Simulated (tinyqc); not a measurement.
Length of a polyene: Hueckel, PPP and singles CI along the polyenes. Computed by the program tinyqc. 

All-trans chains of carbon centres 1.40 angstrom apart:
```
parameter                               value
beta (eV), times 1 +/- alternation  -2.110000
alternation                          0.100000
W (eV)                              11.160000
gamma_rr (eV)                        9.600000
repulsion formula                        Ohno
```

Hueckel uses the same beta without repulsion; CIS keeps all single excitations and so misses the low, doubly excited 2Ag state. W is the valence ionisation energy of a centre, MN the Mataga-Nishimoto formula, f the oscillator strength.

Gaps and excitations (eV):
```
centres  Hueckel gap  PPP orbital gap  bright singlet (CIS)      f  lowest triplet (CIS)
2              4.642           11.660                 5.933  0.509                 3.351
4              3.116            9.474                 4.751  0.940                 2.483
6              2.419            8.382                 4.056  1.307                 2.072
8              2.025            7.742                 3.612  1.633                 1.855
10             1.775            7.333                 3.310  1.930                 1.729
12             1.602            7.054                 3.096  2.210                 1.650
```

The Hueckel gap tends to 4 x alternation x |beta| = 0.84 eV for long chains. Exchange opens the PPP orbital gap, and the attraction of electron and hole brings the bright state 3.96 eV below it at 12 centres; the triplet lies 1.45 eV lower still.
